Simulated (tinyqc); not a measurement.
Inside a calculation. Model: potential-pH (Pourbaix) lines of a metal, its cation, its oxide and an oxyanion, with a complexing ligand. Computed by tinyqc, a small Python program that keeps every step. Command: `OMP_NUM_THREADS=1 python tinyqc.py 3013348 3013349 out.jsonl pourb walk`. One thread of a shared host (Intel(R) Xeon(R) Processor @ 2.30GHz), about 0.01 s of CPU time with the checks. Intermediate numbers are printed to about 7 digits and carried at full precision; extremes and crossings named in words are read from the listed rows.

Potentials are against the standard hydrogen electrode; solids and water have unit activity; dG_f of M, H+ and the electron is zero; F = e N_A and s = R T ln(10)/F. The cation carries z = 3.

Inputs (values chosen for the exercise, modelled on aluminium): dG_f of the cation = -483.9 kJ/mol; dG_f of the oxide = -1583.2 kJ/mol; dG_f of the oxyanion = -833.55 kJ/mol; dG_f of water = -237.14 kJ/mol; temperature T = 298.15 K; log10 of the dissolved activity a = -6; pH = 2.5; potential E = 1.1 V; log10 of the stability constant beta of ML = 6.2; pKa of HL = 4.6; total ligand c_L = 0.19 mol/L; limiting current density i_L = 3.4e-05 A/cm^2; molar volume V_m = 10 cm^3/mol.

Species: M, M3+, M2O3, MO2(-).

exchange current densities, metal and cathodic (A/cm^2): [1.7e-07, 7e-10]

Tafel slopes, anodic and cathodic (mV/decade): [85, 115]

Constants: R = 8.314462618 J/(mol K); e = 1.602176634e-19 C; N_A = 6.02214076e+23 1/mol.

## Standard potentials

M3+ + 3e = M; (1/2) M2O3 + 3H+ + 3e = M + (3/2) H2O; MO2(-) + 4H+ + 3e = M + 2H2O. For each, E0 = -dG/(z F), and E = E0 + (s/z) log10 a - (s n_H/z) pH, with no activity term for the oxide.

s = 0.05915935 V

E0 (V): cation -1.671757, oxide -1.505894, oxyanion -1.241190

The metal is less noble than hydrogen.

## Vertical lines

Two oxidised species coexist where their lines against the metal cross: pH1 (cation/oxide) = [E0(oxide) - E0(cation)]/s - (log10 a)/z; pH2 (oxide/oxyanion) = {[E0(oxyanion) - E0(oxide)]/s + (log10 a)/z}/(4/z - 1).

pH1 = 4.803663

pH2 = 7.423243

width of the oxide field, pH2 - pH1 = 2.619581

The oxide is stable from pH 4.80 to 7.42; each decade less of dissolved metal narrows this field by 1.33 pH units.

## The stable species at (pH, E)

The metal is stable below the lowest of the three lines; above it, the species of the lowest line is stable. Water lines at 1 bar: hydrogen E = -s pH, oxygen E = -dG_f(water)/(2F) - s pH.

lines at this pH (V): cation -1.790075, oxide -1.653792, oxyanion -1.556707

upper limit of immunity = -1.790075 V

hydrogen line = -0.1478984 V

oxygen line = 1.080993 V

E above the limit of immunity = 2.890075 V

Stable here: the cation (corrosion). The point lies outside the stability range of water. Water itself can oxidise the metal at this pH. Caution: other oxidation states, hydroxides and hydrides are left out, and the lines say nothing of rates.

## A complexing ligand

The free ligand is c_L/(1 + 10^(pKa - pH)) (ligand in excess); dissolved metal is a in all, so the free cation is a/alpha, alpha = 1 + beta [L]; the cation line drops by (s/z) log10 alpha.

free ligand = 0.001497330 mol/L

log10 alpha = 3.375500

cation line with ligand = -1.856640 V

that line less the oxide line = -0.2028473 V

With the ligand the dissolved state lies below the oxide: the oxide dissolves at this pH.

## Mixed potential with oxygen reduction

Anodic i = i0a 10^((E - E_a)/b_a) with E_a the cation line with ligand; cathodic i = i0c 10^((E_c - E)/b_c) with E_c the oxygen line; supply caps the cathodic current, 1/i_c = 1/i(Tafel) + 1/i_L. E_corr makes the two currents equal. Without the cap it would be [b_c E_a + b_a E_c + b_a b_c log10(i0c/i0a)]/(b_a + b_c). Rate = i V_m/(z F). Films are left out.

E_corr without the cap = -0.7247297 V

corrosion potential E_corr = -1.661052 V

corrosion current density = 3.40e-05 A/cm^2

i/i_L = 1

etch rate = 0.7047703 nm/min

The current sits at the supply limit: stirring or more oxidant, not the ligand, sets the rate. Caution: E_corr lies below the hydrogen line, so hydrogen evolution, left out here, adds cathodic current.

## The diagram with and without ligand

The formulas are those given above.

Lines against the metal (V); the species with the lowest line is stable above it:
```
pH     cation      oxide   oxyanion  stable above  cation with ligand  stable above, ligand
0   -1.790075  -1.505894  -1.359509        cation           -1.808467             dissolved
2   -1.790075  -1.624213  -1.517267        cation           -1.846834             dissolved
4   -1.790075  -1.742531  -1.675026        cation           -1.884364             dissolved
5   -1.790075  -1.801691  -1.753905         oxide           -1.895245             dissolved
6   -1.790075  -1.860850  -1.832784         oxide           -1.897781             dissolved
7   -1.790075  -1.920009  -1.911663         oxide           -1.898081                 oxide
8   -1.790075  -1.979169  -1.990542      oxyanion           -1.898112              oxyanion
9   -1.790075  -2.038328  -2.069421      oxyanion           -1.898115              oxyanion
10  -1.790075  -2.097487  -2.148300      oxyanion           -1.898115              oxyanion
12  -1.790075  -2.215806  -2.306059      oxyanion           -1.898115              oxyanion
14  -1.790075  -2.334125  -2.463817      oxyanion           -1.898115              oxyanion
```

Without ligand the oxide holds 3 of the eleven rows (pH 5 to 7), with it 1 (pH 7). The ligand acts once beta [L] exceeds 1, from pH = pKa - log10(beta c_L) = -0.9 on, that is in all rows; its line then falls by at most s/z per pH unit and flattens beyond pKa, 0.108 V below the free cation at most. The oxide line falls faster, by s per pH unit, so the oxide takes over again at higher pH.

Checks made by the program: the lines cross at pH1 and pH2 (relative difference below 1e-10).
